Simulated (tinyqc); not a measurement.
# Thermionic-field emission through a Schottky barrier, WKB: what changes with what

Metal on an n-type semiconductor with one parabolic valley; V > 0 is forward bias (metal positive). Energies E are counted from the conduction edge of the neutral semiconductor, whose Fermi level lies at -xi; that of the metal lies at -xi - V. The barrier is a parabola of height Vd = phi - xi - V (depletion approximation, no image force).

Parameters, values chosen for the exercise; band and dielectric values close to those of gallium nitride: temperature T = 350 K; electron mass me = 0.201 m0; relative permittivity eps_r = 9.34; barrier height seen from the metal phi = 1.02 eV; donor density Nd = 1.8e19 cm^-3.

Constants: q = 1.602176634e-19 C, kB = 1.380649e-23 J/K, eps0 = 8.8541878128e-12 F/m, hbar = 1.054571817e-34 J s, h = 6.62607015e-34 J s, m0 = 9.1093837015e-31 kg, Vt = kB T/q. Results are converted to the units shown.

Each table varies one quantity; the others keep the values above.

## Current against forward bias

Nc = 2 (2 pi me m0 kB T/h^2)^1.5 (times 1e-6 for cm^-3); Nd = Nc F12(-xi/Vt), F12(x) = (2/sqrt(pi)) int_0^infinity sqrt(u)/(1 + exp(u - x)) du; E00 = (hbar/2) sqrt(Nd/(me m0 eps0 eps_r)) in SI units (volts). For E < Vd, ln T(E) = -(Vd/E00) [sqrt(1 - y) - y ln((1 + sqrt(1 - y))/sqrt(y))], y = E/Vd; T(E) = 1 above. J = A* T (q/kB) int_0^infinity T(E) N(E) dE, N = ln[(1 + exp((-xi - E)/Vt))/(1 + exp((-xi - V - E)/Vt))], A* = 4 pi q me m0 kB^2/h^3 (times 1e-4 for A/(cm^2 K^2)). The integral is converged to the digits shown; the share over the barrier is that of E > Vd, and 0 means below 1e-6 %. n = (dV/d ln J)/Vt.

Results:

| V (V) | J (A/cm^2) | share over the barrier (%) | mean E/Vd | n |
|---|---|---|---|---|
| 0.121 | 31.34 | 1.05e-6 | 0.1811 | 1.998 |
| 0.213 | 136.0 | 5.21e-6 | 0.1900 | 2.116 |
| 0.305 | 570.4 | 2.63e-5 | 0.2015 | 2.137 |
| 0.397 | 2361 | 1.34e-4 | 0.2156 | 2.158 |
| 0.489 | 9627 | 6.94e-4 | 0.2331 | 2.184 |
| 0.673 | 1.502e5 | 0.0199 | 0.2847 | 2.268 |
| 0.765 | 5.648e5 | 0.112 | 0.3255 | 2.344 |

Estimate the missing row, V = 0.581 V.

Computed row:

| V (V) | J (A/cm^2) | share over the barrier (%) | mean E/Vd | n |
|---|---|---|---|---|
| 0.581 | 3.851e4 | 3.67e-3 | 0.2553 | 2.219 |

With this row back in the table: J rises from 31.3 to 5.65e5 A/cm^2, and n rises from 2.00 to 2.34. The Padovani-Stratton slope is (E00/Vt) coth(E00/Vt) = 1.99; the middle row is 9.6 % above it.

## Contact resistivity against doping

The contact resistivity is rho_c = 1/(dJ/dV) at V = 0, where N becomes V f/Vt with f = 1/(1 + exp((E + xi)/Vt)). The last column is the thermionic value Vt exp(phi/Vt)/(A* T^2). By a common rule of thumb, E00/Vt below 0.5 marks thermionic emission, 0.5 to 5 thermionic-field emission and above 5 field emission.

Contact resistivity against doping:

| Nd (cm^-3) | E00/Vt | rho_c (ohm cm^2) | thermionic rho_c (ohm cm^2) |
|---|---|---|---|
| 9.3e16 | 0.1370 | 1.416e6 | 4.962e6 |
| 2.1e17 | 0.2059 | 8.069e5 | 4.962e6 |
| 4.9e17 | 0.3145 | 3.101e5 | 4.962e6 |
| 1.1e18 | 0.4712 | 6.454e4 | 4.962e6 |
| 2.6e18 | 0.7244 | 3359 | 4.962e6 |
| 5.9e18 | 1.091 | 32.03 | 4.962e6 |
| 1.3e19 | 1.620 | 0.08623 | 4.962e6 |
| 3.1e19 | 2.501 | 1.860e-4 | 4.962e6 |
| 7.1e19 | 3.786 | 2.213e-6 | 4.962e6 |

What does the table show?

rho_c falls from 1.42e6 to 2.21e-6 ohm cm^2: 0.29 of the thermionic value in the first row (thermionic emission) and 4.5e-13 of it in the last (thermionic-field emission). Between the last two rows ln rho_c changes by 0.986 eV for each unit of 1/E00, to be set beside phi = 1.02 eV of the rule rho_c ~ exp(phi/E00). Even in the first row most of the current tunnels through the thin top of the barrier.

Range of the model: The depletion approximation, a parabolic band and the neglect of image-force lowering make these currents estimates at high doping.

Numbers from tinyqc (`OMP_NUM_THREADS=1 python tinyqc.py 2640122 2640123 out.jsonl`; about 0.05 s on one thread of a shared Intel Xeon 2.30GHz).
